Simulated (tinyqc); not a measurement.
Millisecond and nanosecond annealing: surface heating, thermal budget and solid-phase regrowth: one step, computed by the program tinyqc. Command: `OMP_NUM_THREADS=1 python tinyqc.py 3010637 3010638 out.jsonl flash walk`. One thread of a shared host (Intel(R) Xeon(R) Processor @ 2.30GHz), about 0.01 s of CPU time with the checks.

A square pulse heats the surface of a thick wafer with constant thermal properties; losses by radiation are neglected and silicon melts at 1414 C.

Question. Peak temperature. Absorbed flux q = (1 - R) fluence/t_p; kappa = k/c. With f(z, t) = (2 q/k) sqrt(kappa t) ierfc(z/(2 sqrt(kappa t))), ierfc(x) = exp(-x^2)/sqrt(pi) - x erfc(x): T = T0 + f(z, t) during the pulse and T0 + f(z, t) - f(z, t - t_p) after it. At the surface the rise at the end of the pulse is 2 q sqrt(t_p/(pi k c)); the fluence that just melts the surface scales with (1414 - T0).

Inputs (values chosen for the exercise, modelled on hot silicon with arsenic):
```
quantity                     value        unit
incident fluence              20.6      J/cm^2
pulse length t_p            0.0014           s
reflectance R                 0.51           -
thermal conductivity k        0.27    W/(cm K)
heat capacity per volume c    2.12  J/(cm^3 K)
preheat temperature T0         700           C
```

Source: flash lamp.

Give: absorbed flux q; kappa; thermal length sqrt(kappa t_p); peak temperature; fluence at the melting threshold.

Answer.

absorbed flux q = 7210 W/cm^2

kappa = 0.12736 cm^2/s

thermal length sqrt(kappa t_p) = 133.53 um

peak temperature = 1102.4 C

fluence at the melting threshold = 36.556 J/cm^2
